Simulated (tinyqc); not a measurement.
Standing waves and exposure in a photoresist film: sweeps and comparisons. A value that a table varies takes the place of the one given here.

Normal incidence from air. Unexposed resist: N1 = n1 + i k1 with k1 = (A + B) lam/(4 pi), lam in micrometres. r01 = (1 - N1)/(1 + N1), t01 = 2/(1 + N1). Substrate Ns = ns + i ks: r12 = (N1 - Ns)/(N1 + Ns). With p = exp(2 pi i N1 d/lam), the field at depth z is E(z) = t01 [exp(2 pi i N1 z/lam) + r12 p^2 exp(-2 pi i N1 z/lam)]/(1 + r01 r12 p^2), the relative intensity I(z) = n1 |E(z)|^2 and the reflectance R = |(r01 + r12 p^2)/(1 + r01 r12 p^2)|^2.

Parameters, chosen for this exercise (a resist on Cu, indices near tabulated ones; the results hold for these values, not for the real material):
```
symbol  value  unit          meaning
lam     248    nm            vacuum wavelength
n1      1.77                 resist index
A       0.12   1/micrometre  bleachable absorption (Dill A)
B       1.16   1/micrometre  fixed absorption (Dill B)
d       278    nm            resist thickness
ns      1.476                substrate n
ks      1.804                substrate k
```

## Swing of the coupled dose with resist thickness

The mean of I is taken over 800 depths; the relative dose to clear is taken as 1/(mean of I over the lowest period, 60 depths), scaled to 1 in the first row.

Swing:
```
d (nm)       R  mean I  relative dose
278.0   0.2668  0.8209          1.000
289.7   0.1132  0.9795          0.842
301.4   0.0034  1.1001          0.771
313.0   0.0919  1.0003          0.869
324.7   0.2375  0.8285          1.055
336.4   0.2969  0.7461          1.155
348.1   0.2435  0.7845          1.084
359.7   0.1012  0.9206          0.929
371.4   0.0009  1.0199          0.858
383.1   0.0823  0.9330          0.958
394.8   0.2181  0.7851          1.145
406.4   0.2742  0.7147          1.246
418.1   0.2241  0.7496          1.177
```

The period is 70.1 nm, six rows. The relative dose swings between 0.771 and 1.246, a ratio (max - min)/mean of 0.472, against the estimate 4 sqrt(|r01|^2 |r12|^2) exp(-(A + B) d) = 0.377 for the oscillating part alone; the ratio from the table also holds the slow rise from absorption, 17.7 % over two periods, so the two are not strictly comparable. The dose is least sensitive to thickness at an extremum; the lowest dose listed is at 301.4 nm.

## What moves the exposure

The mean of I is over 800 depths. Each row changes one parameter from the base and keeps the others.

Results:
```
case                   |r12|^2       R  mean I  I at the bottom
base                    0.2341  0.2668  0.8209           0.5289
d = 288 nm              0.2341  0.1382  0.9528           0.6123
n1 = 1.788              0.2329  0.2381  0.8505           0.5564
B = 1.36 1/micrometre   0.2329  0.2523  0.7980           0.5029
ks = 1.624              0.1993  0.2399  0.8167           0.5631
ns = 1.624              0.2143  0.2613  0.8078           0.4918
```

The largest shifts from the base row, up to three for each result and ties (the steps differ in size, so this ranks the rows, not the parameters). |r12|^2: ks -0.0348, ns -0.0199, B -0.0013; unchanged at the printed digits by d. R: d -0.1286, n1 -0.0288, ks -0.0270. mean I: d +0.1319, n1 +0.0295, B -0.0229. I at the bottom: d +0.0834, ns -0.0371, ks +0.0342.

Run: tinyqc, `OMP_NUM_THREADS=1 python tinyqc.py 1651094 1651095 out.jsonl`; Intel(R) Xeon(R) Processor @ 2.30GHz, one thread, shared host; about 0.01 s of CPU time with all checks.
